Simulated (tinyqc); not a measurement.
What a faster ramp buys: rapid thermal processing of a wafer: radiative balance, ramp and cooling, pattern effects, pyrometer error and spike budget. Computed by tinyqc, a small Python program. Command: `OMP_NUM_THREADS=1 python tinyqc.py 3111031 3111032 out.jsonl rtp walk`. One thread of a shared host (Intel(R) Xeon(R) Processor @ 2.30GHz), about 0.07 s of CPU time with the checks.

The wafer is opaque and uniform through its thickness unless said otherwise; temperatures in formulas are in kelvin (C + 273.15). sigma = 5.670374419e-12 W/(cm^2 K^4).

Inputs (values chosen for the exercise, modelled on a hot silicon wafer): wafer thickness d = 625 micrometre; heat capacity per volume C = 2.2 J/(cm^3 K); thermal conductivity k = 0.27 W/(cm K); emissivity eps of each face = 0.64; reflectivity of the chamber walls r = 0.4; gas heat-transfer coefficient h, both faces together = 5.5 mW/(cm^2 K); wall temperature T_w = 350 K; process temperature = 1040 C; starting temperature = 400 C; ramp rate = 130 K/s; activation energy of the process E_a = 2.7 eV.

Constants: k_B = 8.617333262e-05 eV/K.

Method:
- Effective emissivity between parallel grey plates: eps_eff = 1/(1/eps + 1/(1 - r) - 1). Loss per area q(T) = 2 eps_eff sigma (T^4 - T_w^4) + h (T - T_w).
- Absorbed power during a ramp = q(T) + C d x ramp rate; thermal time constant tau = C d/(dq/dT), dq/dT = 8 eps_eff sigma T^3 + h; natural cooling rate q/(C d); front-to-back difference under one-sided heating at the end of the ramp = (absorbed power) d/(2 k).
- Cooling with the lamps off: C d dT/dt = -q(T), integrated adaptively (relative tolerance 1e-10).
- Spike anneal: linear ramp to the peak, then lamps off. Equivalent time at the peak = int exp(-(E_a/k_B)(1/T - 1/T_peak)) dt; estimate (k_B T^2/E_a)(1/ramp rate + 1/cooling rate). The ramp part uses 4000 trapezoid steps, the cooling part 4000 steps over 4 tau.

time constant tau = 2.66582 s

holding power q = 20.3481 W/cm^2

natural cooling rate = 147.986 K/s

Against the ramp rate:
```
ramp (K/s)  ramp part (s)  cooling part (s)  total (s)  power at the peak (W/cm^2)
10                 5.0921           0.39208     5.4842                       21.72
25                 2.0368           0.39208     2.4289                       23.79
50                 1.0184           0.39208     1.4105                       27.22
100                0.5092           0.39208     0.9013                       34.10
250                0.2037           0.39208     0.5958                       54.72
500                0.1018           0.39208     0.4939                       89.10
1000               0.0509           0.39208     0.4430                      157.85
```

What does the comparison show, and why?

From 10 to 100 K/s the total falls by a factor 6.1, from 100 to 1000 K/s by 2.03: the cooling part, 0.392 s, is a floor, and the natural cooling rate here is 148 K/s.

Extremes, crossings and ranges named in words are read from the listed rows.
